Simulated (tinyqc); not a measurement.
## Trap density from the leakage

Inverse problem. Trap-assisted leakage is J = q Nt times the integral over x of the rate through one trap. Find Nt, the areal density Nt t and the mean in-plane spacing (Nt t)^(-1/2).

Parameters, values chosen for the exercise:
```
symbol  value  unit    meaning
t         4.2    nm  thickness
```

Constants: q = 1.602176634e-19 C. Results are converted to the units shown.

J = 8.6296767e-6 A/cm^2
integral of the rate over x = 2244.2586 nm/s

Answer. J is proportional to Nt.

Nt = 2.400e17 cm^-3
Nt t = 1.008e11 cm^-2
in-plane spacing = 31.50 nm

Numbers from tinyqc (`OMP_NUM_THREADS=1 python tinyqc.py 2370142 2370143 out.jsonl`; about 0.05 s on one thread of a shared Intel Xeon 2.30GHz).
